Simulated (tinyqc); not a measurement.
# Changing the ripple wavelength over the critical one

Model: strain-driven roughening and islands of a mismatched epitaxial film. Computed by tinyqc, a small Python program. Command: `OMP_NUM_THREADS=1 python tinyqc.py 3012569 3012570 out.jsonl island sweep`. One thread of a shared host (Intel(R) Xeon(R) Processor @ 2.30GHz), about 0.01 s of CPU time with the checks.

Film and substrate share isotropic elastic constants; the film is coherent and biaxially strained.

Inputs (values chosen for the exercise, modelled on In(0.5)Ga(0.5)As on GaAs):
```
quantity                                    value       unit
misfit |f|                                 0.0366          -
shear modulus G                              39.8        GPa
Poisson ratio nu                             0.28          -
surface energy gamma                        0.828      J/m^2
surface mobility D_s nu_s Omega^2/(k_B T)   2e-34  m^6/(J s)
initial ripple amplitude A0                  0.28         nm
```

Transport: surface diffusion.

Method. M = 2 G (1 + nu)/(1 - nu); stress = M f; energy density w = M f^2. A ripple A cos(k x) has the surface chemical potential per volume [gamma k^2 - 2 (1 + nu) w k] A cos(k x), so k_c = 2 (1 + nu) w/gamma. With surface diffusion the amplitude grows at the rate q = B k^2 [2 (1 + nu) w k - gamma k^2], fastest at k_m = (3/4) k_c. B is the surface mobility. Stress at the trough = stress x (1 + 2 k A).

One run for each value:
```
ripple wavelength over the critical one  q over the largest rate  k (1/nm)  stress concentration at A0
0.8                                                   -4.630e+00    0.7326                       1.410
1.0                                                    5.471e-11    0.5861                       1.328
1.3                                                    9.959e-01    0.4508                       1.252
1.7                                                    7.947e-01    0.3448                       1.193
2.2                                                    4.857e-01    0.2664                       1.149
2.9                                                    2.547e-01    0.2021                       1.113
3.7                                                    1.366e-01    0.1584                       1.089
4.8                                                    6.787e-02    0.1221                       1.068
6.2                                                    3.337e-02    0.0945                       1.053
8.0                                                    1.620e-02    0.0733                       1.041
```

Over the rows, q over the largest rate goes from -4.63 through a maximum among these rows, 0.996 at 1.30, to 0.0162; k (1/nm) falls from 0.733 to 0.0733 (exponent d ln y / d ln x about -1.00 throughout); stress concentration at A0 falls from 1.41 to 1.04 (exponent d ln y / d ln x -0.27 between the first rows and -0.045 between the last). The rate is negative below the critical wavelength, where surface energy wins, and falls again at long wavelength, as k^3, since atoms must diffuse farther.

Caution (rows 0.800): k A0 is not small, so the linear theory of the ripple is rough.

Extremes, crossings and ranges named in words are read from the listed rows.
